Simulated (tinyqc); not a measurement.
# Competing polymorphs of an oxide film: bulk, surface, grain-boundary, dopant and field terms, step by step

A worked calculation. Computed by tinyqc, a small Python program that keeps every step. Command: `OMP_NUM_THREADS=1 python tinyqc.py 3010785 3010786 out.jsonl polymorph walk`. One thread of a shared host (Intel(R) Xeon(R) Processor @ 2.30GHz), about 0.01 s of CPU time with the checks. Intermediate numbers are printed to about 6 digits and carried at full precision; extremes and crossings named in words are read from the listed rows.

Phases: monoclinic m (reference), polar orthorhombic o, tetragonal t. Free energies per formula unit (f.u.); 1 J/m^2 x angstrom^3/nm = 6.241509 meV.

Inputs (values chosen for the exercise, for a model oxide): energy of the polar phase o over m = 82.3 meV/f.u.; energy of the tetragonal phase t over m = 107 meV/f.u.; entropy of o over m = 0.0023 meV/(f.u. K); entropy of t over m = 0.061 meV/(f.u. K); surface energy of m = 3.24 J/m^2; surface energy of o = 2.82 J/m^2; surface energy of t = 2.75 J/m^2; grain-boundary energy over surface energy = 0.55; volume per formula unit Omega = 34.4 angstrom^3; film thickness h = 25 nm; grain radius R = 11 nm; temperature T = 1100 K; dopant content x = 1.3 %; shift of o per % of dopant = -8 meV/f.u.; shift of t per % of dopant = -13 meV/f.u.; polarisation of o = 46 microcoulomb/cm^2; field E = 3 MV/cm; width sigma of ln R = 0.45; interlayer thickness (SiO2) = 0.86 nm.

Geometry: columnar grains in a film.

permittivities of m, o, t: [19, 27, 35]

## Bulk terms

Bulk term b = H - T S + (shift) x, zero for m. The undoped bulk turns from m to t at T = H_t/S_t.

b (meV/f.u.): m 0.00, o 69.37, t 23.00

bulk m-t temperature = 1754.10 K

## Free energies of the grain

Area per volume: A = 2/h + f_b/R (two free faces; the side wall 2/R is shared by two grains and carries f_b gamma); G = b + gamma Omega A.

area per volume A = 0.13 1/nm

G less G(m) (meV/f.u.): m 0.0000, o 57.6469, t 9.3231

G(o) - G(m) = 57.6469 meV/f.u.

G(t) - G(o) = -48.3238 meV/f.u.

The lowest phase is m, by 9.3 meV/f.u. over t, as in the bulk terms. Caution: this is an equilibrium ranking; real films often keep the phase that nucleates first on cooling from t.

## Crossing points

With G = b + gamma Omega A (b the bulk free energy per formula unit, A the area per volume), two phases i, j cross at A_ij = (b_j - b_i)/(Omega (gamma_i - gamma_j)); o has a window only if A_mo < A_ot.

A_mo = 0.769262 1/nm

A_ot = -3.08525 1/nm

A_mt = 0.218617 1/nm

o has no window: the sequence goes from m to t at A = 0.219 1/nm.

## Phase shares in a spread of grain sizes

Grain radii are log-normal by volume with median R and width sigma; the share with A above A* is that with radius below R*, R* = f_b/(A* - 2/h) (all grains if A* <= 2/h), share = (1/2) erfc[-ln(R*/R)/(sqrt 2 sigma)]. Effective permittivity of a layer of thickness h built of such grains, taken in parallel: sum of share x eps; EOT = interlayer + 3.9 h/eps.

volume shares: m 0.988274, o 0.000000, t 0.011726

share of o = 0

effective permittivity = 19.1876

equivalent oxide thickness = 5.94140 nm

One phase holds nearly all the volume.

## A field

The polar phase gains -P E Omega (1 microcoulomb/cm^2 x MV/cm x angstrom^3 = 0.006241509 meV); the dielectric term -(1/2) eps_0 (eps - 1) E^2 Omega is left out. Where t lies below o, o is reached at E_up = [G(o) - G(t)]/(P Omega), else 0.

gain P E Omega = 29.6297 meV/f.u.

G(t) - G(o) in the field = -18.6942 meV/f.u.

crossing field E_up = 4.89278 MV/cm

The field is too weak to reach o. m lies lower than both at zero field, so this holds only while m is avoided.

## Thickness series

Bulk term b = H - T S + (shift) x, zero for m. The median radius is held at R.

Against thickness:
```
h (nm)  A at R (1/nm)   share m  share o  share t      eps  EOT (nm)
3            0.716667  0.000000        0  1.00000  35.0000   1.19429
4            0.550000  0.000000        0  1.00000  35.0000   1.30571
6            0.383333  0.000000        0  1.00000  35.0000   1.52857
8            0.300000  0.000000        0  1.00000  35.0000   1.75143
11           0.231818  0.247858        0  0.75214  31.0343   2.24234
15           0.183333  0.882302        0  0.11770  20.8832   3.66130
22           0.140909  0.981412        0  0.01859  19.2974   5.30619
35           0.107143  0.995408        0  0.00459  19.0735   8.01654
```

From 3 to 35 nm the share of t goes from 1.00 to 0.00 and that of m from 0.00 to 1.00; o stays under 2 %. A at the median radius runs from 0.717 down to 0.107 1/nm, against the crossings A_mo = 0.769, A_ot = -3.085 and A_mt = 0.219; the majority phase is t in the thinnest film and m in the thickest.

## Dopant series

The formulas are those given above.

Against dopant content:
```
x (%)  A_mo (1/nm)  A_ot (1/nm)   share m  share o  share t
0.0       0.884590     -2.65277  0.999965        0  0.00004
1.0       0.795876     -2.98545  0.997386        0  0.00261
2.0       0.707162     -3.31813  0.536773        0  0.46323
3.0       0.618448     -3.65081  0.000000        0  1.00000
4.0       0.529734     -3.98348  0.000000        0  1.00000
5.0       0.441020     -4.31616  0.000000        0  1.00000
6.5       0.307949     -4.81518  0.000000        0  1.00000
8.0       0.174878     -5.31420  0.000000        0  1.00000
10.0     -0.002551     -5.97955  0.000000        0  1.00000
```

The dopant lowers t by 13 and o by 8 meV per %, so A_ot falls faster than A_mo. The share of o stays under 2 % at every content listed. t holds the majority from x = 3 % on.

Checks made by the program: equal free energies at A_mt (relative difference below 1e-10).
